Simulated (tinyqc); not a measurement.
Speciation in dilute and buffered hydrofluoric acid, oxide etch rate and bath loading: one step, computed by the program tinyqc.

Concentrations stand for activities, NH4+ and Cl- are spectators, and water ionisation is neglected. H, F and HF2 denote the ions H+, F- and HF2-. The base temperature is 298 K.

Problem. Etch rate. Rate = k_a ([HF] + 2 [H2F2]) + k_b [HF2], an empirical two-term form. Time = oxide/rate; a temperature error changes the rate by exp((E_a/k_B)(1/298 - 1/(298 + error))) - 1.

Inputs (values chosen for the exercise, of the order of those for thermal oxide at room temperature):
```
quantity                         value            unit
rate constant of neutral HF k_a     13  nm L/(min mol)
rate constant of HF2 k_b            67  nm L/(min mol)
activation energy                 0.44              eV
temperature error                  1.9               K
oxide removed per wafer            1.4              nm
```

[HF] = 0.1154197 mol/L

[H2F2] = 0 mol/L

[HF2] = 0.003588683 mol/L

Constants: k_B = 8.617333262e-05 eV/K.

Give: etch rate; share of HF2 in the rate; etch time; rate change from the temperature error.

Solution.

etch rate = 1.741 nm/min

share of HF2 in the rate = 13.81 %

etch time = 48.25 s

rate change from the temperature error = 11.47 %
